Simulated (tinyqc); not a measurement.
Which face: thin-body film or fin with hard walls, valleys of the Ge type.

Four ellipsoidal valleys (eight halves) with their long axes along <111>, mass ml along the axis and mt across it. For a valley whose axis makes the angle theta with the surface normal, 1/m_z = cos^2(theta)/ml + sin^2(theta)/mt sets the confinement; in the plane the masses are m_1 = mt and m_2 = ml mt/m_z, and m_d = sqrt(m_1 m_2). The Gamma and Delta valleys are left out; the heavy Delta valleys, about 0.18 eV up, can lie lowest under strong confinement.

A film of thickness t between hard walls, flat band inside: E_n = c (n pi/t)^2/m_z above the bulk edge, c = hbar^2/2m0. Without degeneracy the sheet density is N2 exp((EF - Ec)/kB T) with N2 = sum_i g m_d/(2 pi c) kB T exp(-E_i/kB T) over n = 1 to 40 of each group; a classical film has t Nc with Nc = 2 g_all (m_dos kB T/(4 pi c))^(3/2), m_dos = (ml mt^2)^(1/3). The threshold shift is dVt = kB T ln(t Nc/N2).

Constants: hbar^2/2m0 = 3.80998211 eV angstrom^2; kB = 8.617333262e-05 eV/K.

Inputs chosen for the exercise (near those of Ge; the results hold for these values, not for the real material):
```
symbol  value  unit      meaning
ml      1.611  m0        longitudinal mass
mt      0.08   m0        transverse mass
T       350    K         temperature
t       56     angstrom  body thickness
g_all   4                number of valleys
```

The same thickness on four faces; m_1 and m_2 are the in-plane masses of the lowest group.

Results:
```
face   valleys of lowest     m_z  E1 (eV)  share (%)  dVt (mV)    m_1    m_2
(100)                  4  0.1171   0.1024      100.0      80.3  0.080  1.101
(110)                  2  0.2183   0.0549       93.4      61.0  0.080  0.590
(111)                  1  1.6110   0.0074       89.6      48.4  0.080  0.080
(211)                  1  0.5153   0.0233       82.6      56.7  0.080  0.250
```

The threshold shift is smallest on (111) (48.4 mV) and largest on (100) (80.3 mV). The lowest E1 belongs to (111), the same face: the heavy m_z outweighs the smaller number of valleys. Since m_z m_1 m_2 = ml mt^2 on every face, a heavy confinement mass comes with light masses in the plane.

Program tinyqc; command `OMP_NUM_THREADS=1 python tinyqc.py 1280351 1280352 out.jsonl`; about 0.01 s on one thread of a shared Intel(R) Xeon(R) Processor @ 2.30GHz.
